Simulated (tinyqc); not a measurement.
Punch-through p+-n junction, ionisation integral and breakdown: one step of the calculation.

A p+ layer at x < 0 and an n drift layer from x = 0 to L on an n+ substrate. Depletion approximation, built-in voltage neglected. Local ionisation coefficients alpha_n = an exp(-(bn/E)^mx), alpha_p = ap exp(-(bp/E)^mx). Electrons move towards +x, holes towards x = 0.

Task. Field and ionisation coefficients on a grid. W = sqrt(2 eps0 eps_r V/(q N)), peak field E0 = q N W/(eps0 eps_r), falling linearly to 0 at W; if W > L the layer is punched through: W = L, E0 = V/L + q N L/(2 eps0 eps_r), falling linearly to E1 = V/L - q N L/(2 eps0 eps_r). Grid: 11 equal steps from 0 to fr W.

Inputs (values chosen for the exercise); material values close to those of 4H silicon carbide: relative permittivity eps_r = 9.6; prefactor of the electron ionisation coefficient an = 1.65e8 1/cm; field constant for electrons bn = 3.37e7 V/cm; prefactor of the hole ionisation coefficient ap = 3.29e8 1/cm; field constant for holes bp = 2.66e7 V/cm; exponent mx = 1; donor density of the drift layer N = 6.9e16 cm^-3; thickness of the drift layer L = 0.74 um; reverse voltage V = 162 V; share of the depleted width that the grid covers fr = 1.

Constants: q = 1.602176634e-19 C, eps0 = 8.8541878128e-14 F/cm where lengths are in cm. Results are converted to the units shown.

Give: W; x; E; alpha_n; alpha_p.

Result.

W = 0.7400 um

```
point  x (um)  E (kV/cm)  alpha_n (1/cm)  alpha_p (1/cm)
0      0.0000       2670           545.5         1.553e4
1      0.0673       2583           355.7         1.108e4
2      0.1345       2495           225.1            7724
3      0.2018       2408           137.8            5243
4      0.2691       2320           81.31            3457
5      0.3364       2233           46.03            2206
6      0.4036       2145           24.87            1357
7      0.4709       2058           12.75           801.2
8      0.5382       1970           6.164           451.3
9      0.6055       1883           2.785           241.0
10     0.6727       1795           1.164           121.1
11     0.7400       1708          0.4451           56.69
```

Numbers from tinyqc (`OMP_NUM_THREADS=1 python tinyqc.py 2120136 2120137 out.jsonl`; about 0.09 s on one thread of a shared Intel Xeon 2.30GHz).
